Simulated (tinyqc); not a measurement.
From results back to parameters: defect-molecule model of a vacancy with Jahn-Teller distortion. Three cases, with inputs chosen for the exercise.

Problem. With et the undistorted t2 level, Uc the repulsion of two electrons, I the Jahn-Teller coupling and k the force constant, the levels above Ev are E(2+/+) = et - E_JT, E(+/0) = et - 3 E_JT + Uc, the Stokes shift of the first transition is 2 E_JT, E_JT = 2 I^2/k and the distortion of the + state is 2 I/k. The values below come from hidden parameters.

Case 1.

levels (eV): (2+/+) 0.16200, (+/0) 0.03600

Stokes shift = 0.256000 eV
distortion of + = 0.123077 angstrom

Case 2.

levels (eV): (2+/+) 0.14860, (+/0) 0.20581

Stokes shift = 0.342792 eV
distortion of + = 0.151678 angstrom

Case 3.

levels (eV): (2+/+) 0.08081, (+/0) 0.10244

Stokes shift = 0.298372 eV
distortion of + = 0.143448 angstrom

Find: et, Uc; I; k.

Solution. E_JT is half the Stokes shift; et = E(2+/+) + E_JT; Uc = E(+/0) - E(2+/+) + 2 E_JT; with Q the distortion, I = E_JT/Q and k = 2 E_JT/Q^2.

Case 1.

et, Uc (eV): 0.290  0.130

I = 1.04 eV/angstrom
k = 16.9 eV/angstrom^2

Case 2.

et, Uc (eV): 0.320  0.400

I = 1.13 eV/angstrom
k = 14.9 eV/angstrom^2

Case 3.

et, Uc (eV): 0.230  0.320

I = 1.04 eV/angstrom
k = 14.5 eV/angstrom^2

Computed by tinyqc, one run a case: `OMP_NUM_THREADS=1 python tinyqc.py N N+1 out.jsonl` with N = 1481328, 1481343, 1481346; one thread of a shared Intel(R) Xeon(R) Processor @ 2.30GHz, about 0.01 s a run at most.
